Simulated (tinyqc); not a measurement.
Inside a calculation. Model: tunnelling through a gate dielectric, WKB transmission and Tsu-Esaki current.

Computed by the program tinyqc: `OMP_NUM_THREADS=1 python tinyqc.py 2540017 2540018 out.jsonl`, one thread of a shared Intel Xeon 2.30GHz, about 0.03 s for the whole run. Printed values are rounded.

Electrons leave the emitter at x = 0. Energies E (motion across the layers) are in eV from the emitter Fermi level; the collector Fermi level lies at -V and offers states at every E. No charge in the dielectric and no image force: F1 = V/t1, U = phi1 - F1 x. With C = hbar^2/(2 m0), kappa = sqrt(m (U - E)/C) where U > E and 0 elsewhere; T(E) = exp(-S), S = 2 times the integral of kappa over x.

Parameters, values chosen for the exercise; dielectric values close to those of hafnium oxide:
- T = 300 K (temperature)
- Ef = 2.6 eV (Fermi energy of the emitter above its band bottom)
- me = 0.85 m0 (emitter mass in the supply function)
- phi1 = 1.52 eV (barrier of layer 1 above the emitter Fermi level at zero bias)
- m1 = 0.2 m0 (tunnelling mass of layer 1)
- t1 = 4.3 nm (thickness of layer 1)
- V = 2.6 V (voltage across the dielectric)
- E = 0 eV (energy of the electron followed)
- nc = 9 (cells in each layer)
- Ea = -0.75 eV (lower end of the energy grid)
- Eb = 0.31 eV (upper end of the energy grid)
- nE = 13 (points of the energy grid)

Constants: q = 1.602176634e-19 C, kB = 1.380649e-23 J/K, hbar = 1.054571817e-34 J s, m0 = 9.1093837015e-31 kg, Vt = kB T/q, hbar^2/(2 m0) = 0.0380998212 eV nm^2. Results are converted to the units shown.

## Fields and band edges

F1 = V/t1, U = phi1 - F1 x.

F1 = 6.04651 MV/cm
U at x = t1 = -1.08 eV

## WKB exponent by the midpoint rule

Cut each layer into nc equal cells, take U and kappa at the cell centres, and sum S = 2 sum kappa h.

```
cell   x (nm)    U (eV)  kappa (1/nm)
0     0.23889   1.37556       2.68715
1     0.71667   1.08667       2.38837
2     1.19444   0.79778       2.04642
3     1.67222   0.50889       1.63443
4     2.15000   0.22000       1.07464
5     2.62778  -0.06889       0.00000
6     3.10556  -0.35778       0.00000
7     3.58333  -0.64667       0.00000
8     4.06111  -0.93556       0.00000
```

S = 9.39408
T(E) = 8.32153e-5

## WKB exponent in closed form

Each layer adds (2/F) sqrt(m/C) [G(u at its left edge) - G(u at its right edge)] to S, with u = U - E (0 where negative) and G(u) = (2/3) u^1.5. The slope follows from 1/d = -dS/dE.

S = 9.46788
T(E) = 7.72951e-5
energy d over which T(E) grows by a factor e = 0.10703 eV

The midpoint rule gives S = 9.3941, so its T(E) is 7.7 % above this value. The band edge of layer 1 drops below E inside the layer: the barrier there is triangular (the Fowler-Nordheim case).

## Current density on a coarse energy grid

J = J0 times the integral of T(E) N(E) dE, N = ln[(1 + exp(-E/Vt))/(1 + exp((-E - V)/Vt))], J0 = q^2 me m0 kB T/(2 pi^2 hbar^3) (times 1e-4 for A/cm^2 per eV), by Simpson's rule on nE equally spaced points from Ea to Eb.

```
point     E (eV)        T(E)           N      T(E) N
0      -0.750000  3.13109e-8     29.0113  9.08369e-7
1      -0.661667  8.50026e-8     25.5944  2.17559e-6
2      -0.573333  2.26191e-7     22.1775  5.01636e-6
3      -0.485000  5.89716e-7     18.7606  1.10634e-5
4      -0.396667  1.50571e-6     15.3438  2.31032e-5
5      -0.308333  3.76324e-6     11.9269  4.48837e-5
6      -0.220000  9.20208e-6     8.51018  7.83114e-5
7      -0.131667  2.20026e-5     5.09921  1.12196e-4
8      -0.043333  5.14125e-5     1.84771  9.49952e-5
9       0.045000  1.17325e-4    0.161610  1.89609e-5
10      0.133333  2.61301e-4  0.00573920  1.49966e-6
11      0.221667  5.67520e-4  1.88853e-4  1.07178e-7
12      0.310000  0.00120102  6.19766e-6  7.44352e-9
```

J0 = 3.55611e8 A/(cm^2 eV)
J = 12191.3 A/cm^2

The integrand peaks at E = -0.132 eV among these points. A converged quadrature from -Ef to above the barrier gives 12360 A/cm^2; this grid is 1.4 % below that.
